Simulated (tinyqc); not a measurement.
Solubility, supersaturation, precipitation and gettering of an impurity in a silicon-like host: one step, computed by the program tinyqc. Command: `OMP_NUM_THREADS=1 python tinyqc.py 3030284 3030285 out.jsonl ripen walk`. One thread of a shared host (Intel(R) Xeon(R) Processor @ 2.30GHz), about 0.01 s of CPU time with the checks.

The wafer was saturated at T1 and is then held at T.

Task: Growing precipitates. Growing sinks: with y = r/r_f and y0 = r0/r_f, dy/dt = (1 - y^3)/(3 tau_f y), which integrates to t/tau_f = F(y) - F(y0), F(y) = (1/2) ln[(1 + y + y^2)/(1 - y)^2] - sqrt(3) arctan[(2y + 1)/sqrt(3)]; the share of the excess left is (1 - y^3)/(1 - y0^3), and C(t) = C_eq + (C0 - C_eq) x share.

Inputs (values chosen for the exercise, for a model impurity):

| quantity | value | unit |
|---|---|---|
| temperature of saturation T1 | 1325 | K |
| anneal temperature T | 942 | K |
| initial sink radius r0 | 94 | nm |
| anneal time t | 4.8 | s |

final radius r_f = 151.8481 nm

tau_f = 0.8600590 s

C_eq(T) = 4.597216e+14 1/cm^3

C0 = 2.510492e+17 1/cm^3

Give: radius at t; share of the excess left; C(t) with growing sinks.

Result:

radius at t = 151.6 nm

share of the excess left = 0.005463

C(t) with growing sinks = 1.829e+15 1/cm^3

99.5 % of the excess has precipitated.
